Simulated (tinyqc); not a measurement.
## Energy and delay of logic against supply voltage: optimum supplies against the threshold voltage at zero drain bias

One expression serves below and above threshold: I(Vg) = Ik [ln(1 + exp((Vg - VT + dd V)/(al nf Vt)))]^al, with I_on = I(V) and I_off = I(0). Gate delay td = kd C V/I_on, clock period LD td. Per gate and cycle the switching energy is act C V^2 and the leakage energy I_off V LD td. No short-circuit current, no variation. Minima are sought above 0.09 V; below a few Vt gates no longer switch and the model has no meaning.

V_min minimises the energy and V_EDP the product of energy and td.

Inputs (values chosen for the exercise); values of the order met in logic technologies:
```
symbol,value,unit,meaning
T,300,K,temperature
nf,1.12,,slope factor
dd,0.05,,barrier lowering per volt of supply
Ik,0.99,uA,specific current of a gate
al,1.81,,exponent of the current law
C,0.7,fF,load capacitance of a gate
kd,1.1,,delay factor
LD,20,,logic depth
act,0.02,,activity factor
```

Constants: q = 1.602176634e-19 C, kB = 1.380649e-23 J/K, Vt = kB T/q. Results are converted to the units shown.

Optimum supplies against the threshold voltage at zero drain bias:

| VT (V) | V_min (V) | energy at V_min (aJ) | leakage share (%) | clock at V_min (MHz) | V_EDP (V) | clock at V_EDP (GHz) |
|---|---|---|---|---|---|---|
| 0.15 | 0.2596 | 2.660 | 64.53 | 1236 | 0.5012 | 4.547 |
| 0.2 | 0.2491 | 1.606 | 45.92 | 501.6 | 0.5219 | 3.791 |
| 0.25 | 0.2413 | 1.243 | 34.44 | 149.1 | 0.6083 | 3.974 |
| 0.3 | 0.2376 | 1.110 | 28.76 | 35.02 | 0.7216 | 4.502 |
| 0.35 | 0.2361 | 1.059 | 26.28 | 7.095 | 0.8405 | 5.084 |
| 0.4 | 0.2355 | 1.039 | 25.28 | 1.333 | 0.9604 | 5.662 |
| 0.45 | 0.2353 | 1.032 | 24.88 | 0.2424 | 1.080 | 6.229 |
| 0.5 | 0.2352 | 1.029 | 24.72 | 0.04348 | 1.200 | 6.784 |
| 0.55 | 0.2352 | 1.028 | 24.66 | 0.007759 | 1.321 | 7.328 |

What does the comparison show?

As VT goes from 0.15 to 0.55, V_min falls from 0.260 to 0.235 V, the energy there falls from 2.66 to 1.03 aJ, the clock there falls from 1240 to 0.00776 MHz and V_EDP rises from 0.501 to 1.32 V. V_min lies below VT for VT = 0.25, 0.3, 0.35, 0.4, 0.45, 0.5, 0.55 V. As VT grows, I_on too becomes a subthreshold current, VT cancels more and more from the energy, and it mainly sets the clock.

tinyqc, about 0.01 s, one thread, Intel Xeon 2.30GHz (shared host): `OMP_NUM_THREADS=1 python tinyqc.py 2082026 2082027 out.jsonl`
